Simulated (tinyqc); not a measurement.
From results to parameters: minimal-basis H2. Computed by the program tinyqc with PySCF.

Problem. For two electrons in the two orbitals of minimal-basis H2, the CIS energies are e2 - e1 - J12 + 2 K12 and e2 - e1 - J12, and E_corr = D - sqrt(D^2 + K12^2) with 2D the energy of the double excitation. Find J12, K12, D, the MP2 energy and the weight of the double excitation.

orbital gap e2 - e1 = 0.26657895 hartree
CIS singlet and triplet energies (hartree): 0.337106  -0.227169
FCI correlation energy = -0.23185828 hartree

Solution. Half the singlet-triplet splitting is K12, the gap less the triplet energy is J12, D = (E_corr^2 - K12^2)/(2 E_corr), MP2 is -K12^2/(2 gap), and the weight is c^2/(1 + c^2) with c = E_corr/K12.

J12, K12, D (hartree): 0.4937  0.2821  0.0557
MP2 correlation energy = -0.149302 hartree
weight of the double excitation = 0.403
